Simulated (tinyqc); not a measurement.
Long-channel MOSFET, surface-potential model: effect of the insulator thickness.

n-channel transistor on a uniformly doped p-type body, gradual-channel approximation, constant mobility, Boltzmann statistics, full ionisation. Potentials are counted from the neutral body; V is the electron quasi-Fermi potential, Vsb at the source and Vsb + Vds at the drain. Charges are magnitudes per area.

ni = sqrt(Nc Nv) exp(-Eg/(2 Vt)), Eg in volts; phiF = Vt ln(Na/ni); Cox = eps0 eox/tox; gamma = sqrt(2 q eps0 eps_r Na)/Cox. The surface potential psi at channel potential V solves Vgs + Vsb - Vfb - psi = gamma sqrt(G), G = psi - Vt + Vt exp((psi - 2 phiF - V)/Vt). Charge sheet: Qi = Cox gamma [sqrt(G) - sqrt(psi - Vt)]; I = mu (W/L) [integral of Qi dpsi from psi_0 to psi_L (drift) + Vt (Qi0 - QiL) (diffusion)], with psi_0 at V = Vsb and psi_L at V = Vsb + Vds. VT = Vfb + 2 phiF + gamma sqrt(2 phiF + Vsb), m = 1 + gamma/(2 sqrt(2 phiF + Vsb)). The swing is 20 mV/log10[I(VT - 0.14 V)/I(VT - 0.16 V)] of the charge-sheet current at the given Vds.

Parameters, values chosen for the exercise; material values close to those of silicon: temperature T = 293 K; band gap Eg = 1.1 eV; relative permittivity of the semiconductor eps_r = 11.5; conduction-band density of states at T Nc = 2.65e19 cm^-3; valence-band density of states at T Nv = 2.55e19 cm^-3; acceptor density of the body Na = 1.3e17 cm^-3; relative permittivity of the gate insulator eox = 7.8; flat-band voltage Vfb = -0.54 V; channel mobility mu = 250 cm^2/(V s); gate width W = 5 um; gate length L = 2 um; source-body reverse bias Vsb = 1 V; gate-source voltage Vgs = 0.43 V; drain-source voltage Vds = 2 V.

Constants: q = 1.602176634e-19 C, kB = 1.380649e-23 J/K, Vt = kB T/q, eps0 = 8.8541878128e-14 F/cm where lengths are in cm. Results are converted to the units shown.

Effect of the insulator thickness:
```
tox (nm)  gamma (V^0.5)  VT (V)      m  swing (mV/decade)  I at Vgs, Vds (uA)
2               0.05964  0.3732  1.022              59.94              0.2488
2.7             0.08052  0.4015  1.030              60.42             0.08885
3.6              0.1074  0.4378  1.040              61.02             0.02322
4.9              0.1461  0.4903  1.054              61.90            0.003385
6.6              0.1968  0.5589  1.073              63.05            2.919e-4
8.9              0.2654  0.6517  1.098              64.61            1.220e-5
12               0.3579  0.7769  1.132              66.70            2.174e-7
```

As tox goes from 2 to 12 nm, VT rises from 0.373 to 0.777 V, the swing rises from 59.9 to 66.7 mV a decade and the current falls from 0.249 to 2.17e-7 uA. The swing is 0.88 % above m Vt ln 10 in the first row and 1.3 % above it in the last. The gate voltage is below VT in 5 of the 7 rows.

Computed by the program tinyqc: `OMP_NUM_THREADS=1 python tinyqc.py 2360102 2360103 out.jsonl`, one thread of a shared Intel Xeon 2.30GHz, about 0.06 s for the whole run.
